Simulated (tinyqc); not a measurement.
Single-electron transistor, orthodox theory and master equation: linear conductance against temperature.

A metal island with n extra electrons joins the left lead (voltage V) and the right lead (0 V) by tunnel junctions and couples to a gate. Cs = CL + CR + Cg. Adding electron n + 1 costs mu(n) = [q (n + 1/2) - CL V - Cg Vg]/Cs (in volts); the Fermi levels are -V (left) and 0 (right). A jump that gains the energy W has the rate G(W) = (W/q)/(R [1 - exp(-W/Vt)]), W in volts, Vt = kB T/q. Sequential tunnelling only; I > 0 flows from left to right.

Onto the island: from the left W = -V - mu(n), from the right W = -mu(n); off the island (n + 1 to n): to the left W = mu(n) + V, to the right W = mu(n). Steady state: p(n + 1)/p(n) = (sum of on rates)/(sum of off rates), normalised. I = q sum_n [p(n + 1) (off to left) - p(n) (on from left)]. Enough charge states are kept that the digits shown do not change. The conductance is dI/dV at V = 0 times RL + RR, at Vg = q/(2 Cg) (peak) and Vg = 0 (valley).

Values chosen for this exercise:
```
symbol  value  unit                            meaning
CL         33    aF   capacitance of the left junction
CR         25    aF  capacitance of the right junction
Cg        3.1    aF                   gate capacitance
RL       1100  kohm    resistance of the left junction
RR       4700  kohm   resistance of the right junction
```

Constants: q = 1.602176634e-19 C, kB = 1.380649e-23 J/K, Vt = kB T/q. Results are converted to the units shown.

Linear conductance against temperature:
```
T (K)  kB T/(q^2/Cs)    peak    valley
0.66         0.02169  0.5000  4.488e-9
1            0.03286  0.5000  7.509e-6
1.6          0.05258  0.5000  0.001410
2.4          0.07887  0.5000   0.02234
3.7           0.1216  0.5021    0.1326
5.6           0.1840  0.5216    0.3398
8.6           0.2826  0.5890    0.5483
13            0.4272  0.6868    0.6835
20            0.6573  0.7803    0.7802
```

What does the table show?

At low temperature the peak is 0.500, the limit 1/2 of a metal island with only two charge states in play; it rises from 0.500 to 0.780, and the valley rises from 4.49e-9 to 0.780. Among the rows the valley is within 10 % of the peak from kB T = 0.28 q^2/Cs on: the oscillation is washed out.

Range of the model: Cotunnelling, which dominates deep in the blockade, is left out.

Computed by the program tinyqc: `OMP_NUM_THREADS=1 python tinyqc.py 2780039 2780040 out.jsonl`, one thread of a shared Intel Xeon 2.30GHz, about 0.01 s for the whole run.
